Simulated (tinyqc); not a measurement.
From results back to parameters: Fermi-Dirac statistics of conduction electrons. Four cases, with inputs chosen for the exercise.

Problem. At zero temperature k_F = (3 pi^2 n)^(1/3) and E_F (1 + alpha E_F) = c k_F^2/m, c = hbar^2/2m0, m the density-of-states mass. The Fermi energies at two densities were computed from hidden m and alpha.

Constants: hbar^2/2m0 = 3.80998211 eV angstrom^2.

Find: k_F at nA and nB; m; alpha.

Method. c k^2 (1/m) - E^2 alpha = E is linear in 1/m and alpha; two densities give two equations.

Case 1.

Values chosen (out of a larger set: near those of GaN, lowest valleys alone; not measured data): nA = 3e+19 1/cm^3; nB = 1e+20 1/cm^3.

E_F at nA = 0.172176 eV
E_F at nB = 0.370665 eV

Solution.

k_F at nA and nB (1/angstrom): 0.09613  0.14360

m = 0.198 m0
alpha = 0.19 1/eV

Case 2.

Values chosen (out of a larger set: near those of GaAs, lowest valleys alone; not measured data): nA = 8e+17 1/cm^3; nB = 3e+18 1/cm^3.

E_F at nA = 0.045691 eV
E_F at nB = 0.106615 eV

Solution.

k_F at nA and nB (1/angstrom): 0.02872  0.04462

m = 0.0670 m0
alpha = 0.58 1/eV

Case 3.

Values chosen (out of a larger set: near those of GaN, lowest valleys alone; not measured data): nA = 6e+19 1/cm^3; nB = 2e+20 1/cm^3.

E_F at nA = 0.251588 eV
E_F at nB = 0.534050 eV

Solution.

k_F at nA and nB (1/angstrom): 0.12111  0.18092

m = 0.212 m0
alpha = 0.19 1/eV

Case 4.

Values chosen (out of a larger set: near those of InAs, lowest valleys alone; not measured data): nA = 2e+17 1/cm^3; nB = 7e+17 1/cm^3.

E_F at nA = 0.043546 eV
E_F at nB = 0.091192 eV

Solution.

k_F at nA and nB (1/angstrom): 0.01809  0.02747

m = 0.0260 m0
alpha = 2.33 1/eV

Computed by tinyqc, one run a case: `OMP_NUM_THREADS=1 python tinyqc.py N N+1 out.jsonl` with N = 1681361, 1681370, 1681394, 1681422; one thread of a shared Intel(R) Xeon(R) Processor @ 2.30GHz, about 0.01 s a run at most.
